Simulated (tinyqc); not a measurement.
What moves the results: optical gain and spontaneous emission in a bulk direct-gap semiconductor. A value that a table varies takes the place of the one given here.

Parabolic bands, vertical transitions, no excitons. For each hole band j: mr = me mj/(me + mj); joint density of states J_j(E) = (mr/c)^(3/2) sqrt(E - Eg)/(2 pi^2), both spins, c = hbar^2/2m0; averaged matrix element |e.p|^2 = m0 Ep/6; alpha_j(E) = 4 pi^2 alpha_f c Ep J_j/(3 nr E) in 1/angstrom (alpha_f the fine-structure constant, listed as alpha among the constants), times 1e8 for 1/cm.

F_j(eta) = (1/Gamma(j + 1)) integral_0^infinity x^j dx/(1 + exp(x - eta)), which tends to exp(eta) for eta << 0.

Quasi-Fermi levels: n = Nc F_1/2(Fc/kT) and p = Nv F_1/2(Fv/kT), Fc counted up from the conduction edge and Fv down from the valence edge; Nc, Nv from N = 2 (m kB T/(4 pi c))^(3/2) with c = hbar^2/2m0, in 1/angstrom^3; times 1e24 for 1/cm^3, with me and (mhh^(3/2) + mlh^(3/2))^(2/3).

For band j the electron sits at Ee = (E - Eg) mr/me above its edge and the hole at Eh = (E - Eg) mr/mj; fe = 1/(1 + exp((Ee - Fc)/kT)), fh = 1/(1 + exp((Eh - Fv)/kT)); gain g = sum_j alpha_j (fe + fh - 1).

Spontaneous rate: R = integral of (nr E/(hbar c))^2/(pi^2 hbar) sum_j alpha_j fe fh dE, with alpha in 1/cm and (nr E/(hbar c))^2 in 1/cm^2 (1e16 per 1/angstrom^2); B = R/(n p); lifetime n/R.

Constants: hbar^2/2m0 = 3.80998211 eV angstrom^2; fine-structure constant alpha = 0.007297352564; kB = 8.617333262e-05 eV/K; hbar = 6.58211957e-16 eV s; hbar c = 1973.269805 eV angstrom.

Values chosen for the exercise (near those of GaAs; not measured data): Eg = 1.418 eV (direct gap); me = 0.0663 m0 (electron mass); mhh = 0.514 m0 (heavy-hole mass); mlh = 0.0822 m0 (light-hole mass); Ep = 25.5 eV (Kane energy); nr = 3.67 (refractive index); T = 200 K; n = 1.7e+18 1/cm^3 (injected density, n = p).

## Peak gain against injection

The peak is the largest g over E; a dash marks no gain.

Gain:
```
n (1/cm^3)  Fc (eV)  Fv (eV)  peak gain (1/cm)  peak E - Eg (eV)  B (cm^3/s)
3.4e+17      0.0152  -0.0471                 -                 -    4.03e-10
5.4e+17      0.0282  -0.0389                 -                 -    3.78e-10
7.7e+17      0.0399  -0.0326                36            0.0025    3.54e-10
9.4e+17      0.0474  -0.0289               141            0.0067    3.39e-10
1.2e+18      0.0576  -0.0244               325            0.0128    3.18e-10
1.5e+18      0.0683  -0.0202               539            0.0193    2.98e-10
2.0e+18      0.0843  -0.0147               873            0.0291    2.70e-10
2.7e+18      0.1042  -0.0088              1286            0.0409    2.40e-10
```

transparency density (Fc + Fv = 0) = 6.70e+17 1/cm^3

Gain starts at 6.70e+17 1/cm^3, where Fc = -Fv = 0.0351 eV: with Nv/Nc = 23 the electrons must be degenerate before the holes are. The slope of peak gain against n is 6.13e-16 cm^2 between the first two rows with gain and 5.90e-16 between the last two; the peak moves from 0.0025 to 0.0409 eV above the gap as the bands fill, and B falls by a factor 1.68. Line broadening and gap shrinkage are left out.

## Gain spectrum

At the density n.

Spectrum:
```
E - Eg (eV)  alpha, empty (1/cm)  fe, heavy  fh, heavy  g (1/cm)
0.005                       1830      0.984      0.256       428
0.010                       2578      0.979      0.249       562
0.020                       3621      0.965      0.237       670
0.030                       4404      0.943      0.225       653
0.045                       5339      0.884      0.208       416
0.060                       6102      0.780      0.193      -137
0.080                       6952      0.559      0.173     -1483
0.100                       7670      0.312      0.155     -3290
0.130                       8576      0.088      0.130     -5746
0.170                       9560      0.012      0.103     -8025
0.220                      10543      0.001      0.076     -9778
```

Fc + Fv = 0.0571 eV

g is positive below E - Eg = 0.0571 eV; the largest value listed is 670 1/cm at 0.020 eV. At 0.220 eV above the gap g is -0.93 times the absorption of the empty crystal, whose limit is -1.

## Transparency density and B against temperature

Eg is held fixed; B is taken at n = 1e15 1/cm^3.

Results:
```
T (K)  transparency density (1/cm^3)  Fc/kT there  B (cm^3/s)
100                         2.37e+17        2.034    1.27e-09
150                         4.35e+17        2.034    6.96e-10
200                         6.70e+17        2.034    4.54e-10
250                         9.37e+17        2.034    3.27e-10
300                         1.23e+18        2.034    2.50e-10
350                         1.55e+18        2.034    1.99e-10
400                         1.90e+18        2.034    1.64e-10
500                         2.65e+18        2.034    1.18e-10
```

Fc/kT at transparency stays at 2.034, since it depends on Nv/Nc alone, so the density goes as T^1.50. B goes as T^-1.48, against T^-1.5 for non-degenerate carriers: hot carriers spread over k and fewer pairs share a wave vector.

## What moves transparency and gain

Transparency is Fc + Fv = 0; the peak is the largest g over E at the density n (0 if none). Each row changes one parameter from the base and keeps the others.

Results:
```
case                 transparency density (1/cm^3)  Fc + Fv (eV)  peak gain (1/cm)
base                                      6.70e+17        0.0571               677
me = 0.0762 m0                            7.67e+17        0.0463               672
mhh = 0.308 m0                            5.19e+17        0.0711              1188
Ep = 28.1 eV                              6.70e+17        0.0571               746
T = 240 K                                 8.81e+17        0.0457               428
n = 2.21e+18 1/cm^3                       6.70e+17        0.0778              1004
nr = 3.85                                 6.70e+17        0.0571               645
```

The largest shifts from the base row, up to three for each result and ties (the steps differ in size, so this ranks the rows, not the parameters). transparency density (1/cm^3): T +2.11e+17, mhh -1.51e+17, me +9.68e+16; unchanged at the printed digits by Ep, n and nr. Fc + Fv (eV): n +0.0207, mhh +0.0140, T -0.0114; unchanged at the printed digits by Ep and nr. peak gain (1/cm): mhh +512, n +327, T -248.

(tinyqc, `OMP_NUM_THREADS=1 python tinyqc.py 1650238 1650239 out.jsonl`, Intel(R) Xeon(R) Processor @ 2.30GHz, 1 thread, shared host, about 0.08 s.)
